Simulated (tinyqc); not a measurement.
Free and trapped electrons in a MOS channel with a dense trap tail: free and trapped charge against gate voltage.

p-type body, charge-sheet picture, full ionisation (an idealisation for deep acceptors), Boltzmann statistics for free electrons. e = Ec - EF at the surface. Acceptor-like traps of density D(E) = D0 + De exp(-E/Ew) at depth E below Ec, from 0 to Eu, hold n_t = integral of D(E)/(1 + exp((e - E)/Vt)). psi = Eg - Vt ln(Nv/Na) - e; N_dep = sqrt(2 eps0 eps_r Na (psi - Vt)/q); n_f = sqrt(N_dep^2 + 2 eps0 eps_r Vt Nc exp(-e/Vt)/q) - N_dep; Vg = Vfb + psi + q (N_dep + n_t + n_f)/Cox, Cox = eps0 eox/tox.

Free share n_f/(n_f + n_t); swing ln 10 n_f/(dn_f/dVg); field-effect mobility mf q (dn_f/dVg)/Cox, for a constant mf; oxide field q (N_dep + n_t + n_f)/(eps0 eox).

Values chosen for this exercise; band and dielectric values close to those of 4H silicon carbide: temperature T = 300 K; band gap Eg = 3.27 eV; relative permittivity eps_r = 9.74; conduction-band density of states at T Nc = 1.69e19 cm^-3; valence-band density of states at T Nv = 2.55e19 cm^-3; relative permittivity of the insulator eox = 3.9; insulator thickness tox = 66 nm; acceptor density Na = 2.1e16 cm^-3; flat-band voltage without trapped charge Vfb = -2.58 V; constant background density of acceptor-like traps D0 = 1.2e10 cm^-2 eV^-1; density of the tail at the conduction edge De = 1.1e13 cm^-2 eV^-1; decay energy of the tail Ew = 0.11 eV; depth below Ec down to which the traps reach Eu = 0.62 eV; mobility of free electrons mf = 220 cm^2/(V s).

Constants: q = 1.602176634e-19 C, kB = 1.380649e-23 J/K, Vt = kB T/q, eps0 = 8.8541878128e-14 F/cm where lengths are in cm. Results are converted to the units shown.

Free and trapped charge against gate voltage:
columns A: Vg (V); B: e (eV); C: n_f (cm^-2); D: n_t (cm^-2); E: free share (%); F: swing (mV/decade); G: field-effect mobility (cm^2/(V s)); H: oxide field (MV/cm)
```
A             B         C         D         E        F         G       H
2.6      0.3933   7.488e5  3.558e10  0.002104    150.6  0.007713  0.3768
4        0.1424  1.164e10  3.635e11     3.101    768.9     23.47  0.5509
5.4     0.07474  1.460e11  6.549e11     18.23     2183     103.7  0.7528
6.8     0.04403  4.146e11  8.292e11     33.33     4306     149.4  0.9602
8.1     0.02583  7.267e11  9.332e11     43.78     6548     172.1   1.154
9.5     0.01127  1.101e12  1.009e12     52.19     9120     187.3   1.364
10.9  -2.722e-4  1.502e12  1.061e12     58.61  1.181e4     197.2   1.575
12.3  -0.009824  1.919e12  1.096e12     63.63  1.461e4     203.6   1.785
13.7   -0.01796  2.347e12  1.122e12     67.66  1.750e4     208.0   1.996
```

n_f reaches 1e11 cm^-2 at Vg = 5.08 V, against 3.24 V without traps. The free share rises from 0.00210 to 67.7 % and the field-effect mobility rises from 0.00771 to 208 cm^2/(V s), although mf = 220 is constant: in the last row 94.5 % of Cox dVg goes into free electrons. The swing in the first row is 151 mV a decade (Vt ln 10 = 59.5). For Vg = 6.8, 8.1, 9.5, 10.9, 12.3, 13.7 EF lies less than 2 Vt below the band edge, or above it, where degeneracy and confinement, left out, matter.

Computed by the program tinyqc: `OMP_NUM_THREADS=1 python tinyqc.py 2222167 2222168 out.jsonl`, one thread of a shared Intel Xeon 2.30GHz, about 0.02 s for the whole run.
